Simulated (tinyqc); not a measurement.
From one set of inputs to another, one input at a time: thermal boundary conductance by the acoustic and diffuse mismatch models. Computed by tinyqc, a small Python program. Command: `OMP_NUM_THREADS=1 python tinyqc.py 3002851 3002852 out.jsonl kapitza ladder`. One thread of a shared host (Intel(R) Xeon(R) Processor @ 2.30GHz), about 0.01 s of CPU time with the checks.

Each side has one longitudinal and two transverse Debye branches, omega = v q up to q_D = (6 pi^2 n)^(1/3), with n counting all atoms. Scattering at the interface is elastic. Electrons are left out of G, also for metals. Melting is ignored. G refers to the temperatures of the phonons sent towards the interface. Linear branches over all atoms overstate G at high T, most for crystals with several atoms a cell.

The inputs printed are set A. Set A is modelled on gallium arsenide (side 1) and titanium nitride (side 2); the values taken over come from a set modelled on gallium nitride (side 1) and magnesium oxide (side 2). Inputs not listed in the table keep their values of set A, so the rows need not describe a real material.

Inputs (values chosen for the exercise, modelled on gallium arsenide (side 1) and titanium nitride (side 2)):

| quantity | value | unit |
|---|---|---|
| density rho_1 | 5.42 | g/cm^3 |
| longitudinal velocity vL_1 | 5280 | m/s |
| transverse velocity vT_1 | 3140 | m/s |
| atom density n_1 | 44 | 1/nm^3 |
| conductivity kappa_1 | 51.3 | W/(m K) |
| density rho_2 | 5.34 | g/cm^3 |
| longitudinal velocity vL_2 | 10200 | m/s |
| transverse velocity vT_2 | 6380 | m/s |
| atom density n_2 | 106 | 1/nm^3 |
| conductivity kappa_2 | 25.1 | W/(m K) |
| temperature T | 150 | K |
| thickness d_1 | 11 | nm |
| thickness d_2 | 4800 | nm |
| heat flux J | 0.2 | kW/cm^2 |

Structure: film on a substrate.

Constants: hbar = 1.054571817e-34 J s; k_B = 1.380649e-23 J/K.

Method:
- omega_c = v q_D for each branch, given as hbar omega_c/k_B; impedance Z = rho v.
- No mode conversion. t(theta) = 4 Z_1 Z_2 cos(theta_1) cos(theta_2)/N^2, with N = Z_2 cos(theta_1) + Z_1 cos(theta_2) for L (the form for pressure waves) and N = Z_1 cos(theta_1) + Z_2 cos(theta_2) for both T branches (the form for shear waves polarised along the interface); sin(theta_2) = (v_2/v_1) sin(theta_1), and t = 0 beyond the critical angle arcsin(v_1/v_2); the mean over the incoming flux is alpha = 2 int t sin(theta_1) cos(theta_1) d theta_1 (64 Gauss-Legendre points).
- G = (k_B^4 T^3/(8 pi^2 hbar^3)) int W(x) x^4 e^x/(e^x - 1)^2 dx, x = hbar omega/(k_B T). Acoustic mismatch: W = sum over the three branches of alpha(1 to 2)/v_1^2, each up to the lower of its two cut-offs. Diffuse mismatch: W = S_1 S_2/(S_1 + S_2), where S_i sums 1/v^2 over the branches of side i still below their cut-off. Radiation limit: W = min(S_1, S_2). The integral is split at the four cut-offs (64 Gauss-Legendre points a piece, x at most 45).
- Boundary resistance R = 1/G and Kapitza length kappa_2/G use the diffuse value.
- In series: Delta T = J (d_1/kappa_1 + R + d_2/kappa_2), with bulk conductivities in the layers and one-dimensional flow.

Each row keeps all changes above it:

| input moved | from | to | G, diffuse mismatch (MW/(m^2 K)) | Kapitza length in side 2 (nm) | total rise Delta T (K) |
|---|---|---|---|---|---|
| set A | - | - | 366.2 | 68.54 | 0.3884 |
| thickness d_2 (nm) | 4800 | 9000 | 366.2 | 68.54 | 0.7230 |
| density rho_2 (g/cm^3) | 5.34 | 3.59 | 366.2 | 68.54 | 0.7230 |
| thickness d_1 (nm) | 11 | 500 | 366.2 | 68.54 | 0.7421 |
| temperature T (K) | 150 | 300 | 532.3 | 47.16 | 0.7404 |
| atom density n_2 (1/nm^3) | 106 | 107 | 532.3 | 47.16 | 0.7404 |
| longitudinal velocity vL_2 (m/s) | 10200 | 9960 | 534.6 | 46.95 | 0.7404 |
| conductivity kappa_1 (W/(m K)) | 51.3 | 199 | 534.6 | 46.95 | 0.7259 |

Where does the difference come from?

G, diffuse mismatch goes from 366 to 535, a factor 1.46 in all. The largest single move comes from temperature T (a factor 1.45). Kapitza length in side 2 goes from 68.5 to 47.0, a factor 0.685 in all. The largest single move comes from temperature T (a factor 0.688). Total rise Delta T goes from 0.388 to 0.726, a factor 1.87 in all. The largest single move comes from thickness d_2 (a factor 1.86). The single moves hold for this order of the switches; the total does not depend on the order.

Caution (rows set A, thickness d_2, density rho_2, thickness d_1): kappa_2 is of room-temperature size, so the Kapitza length is only nominal at this T. Caution (all rows): at this temperature short waves carry the heat; linear branches up to q_D overstate their velocity, and inelastic processes, left out here, grow with T. Caution (rows set A, thickness d_2, density rho_2, thickness d_1): the conductivities are of room-temperature size; at this T real values can differ much and free paths can be long. Caution (rows set A, thickness d_2, density rho_2, conductivity kappa_1): R from emitted-phonon temperatures is too large for use in series with Fourier layers, by up to a factor of about 2. Caution (rows set A, thickness d_2, density rho_2): layers this thin are often below the phonon free path, where bulk conductivities and independent interfaces no longer hold.

Extremes, crossings and ranges named in words are read from the listed rows.
